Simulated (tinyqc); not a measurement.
Chemical vapour deposition: Grove model, boundary layer, depletion and step coverage: one step, computed by the program tinyqc. Command: `OMP_NUM_THREADS=1 python tinyqc.py 3013651 3013652 out.jsonl cvd walk`. One thread of a shared host (Intel(R) Xeon(R) Processor @ 2.30GHz), about 0.01 s of CPU time with the checks.

A precursor diffuses to the surface and reacts there at first order; each molecule that reacts adds one formula unit of film.

Task: Step coverage in a trench. In a long trench of width w and depth l = aspect ratio x w: Knudsen diffusivity D_K = (2w) c/3 (hydraulic diameter 2w), combined as 1/D_e = 1/D_K + 1/D; D_e d2C/dz2 = 2 k_s C/w with D_e dC/dz = -k_s C at the floor. With m = sqrt(2 k_s/(w D_e)): C(floor)/C(top) = 1/[cosh(m l) + (k_s/(D_e m)) sinh(m l)].

Inputs (values chosen for the exercise, close to those used for epitaxial silicon from a chlorosilane): temperature T = 1140 C; trench width w = 0.13 um; aspect ratio of the trench = 150.

Reactor: horizontal, reduced pressure.

mean speed c = 54427.78 cm/s

gas diffusivity D = 46.81058 cm^2/s

surface rate constant k_s = 2.350816 cm/s

Give: Knudsen diffusivity D_K; effective diffusivity D_e; modulus m l; step coverage.

Result:

Knudsen diffusivity D_K = 0.4717 cm^2/s

effective diffusivity D_e = 0.4670 cm^2/s

modulus m l = 1.716

step coverage = 0.3464

Caution: the hydraulic-diameter form of D_K is rough for a slit.
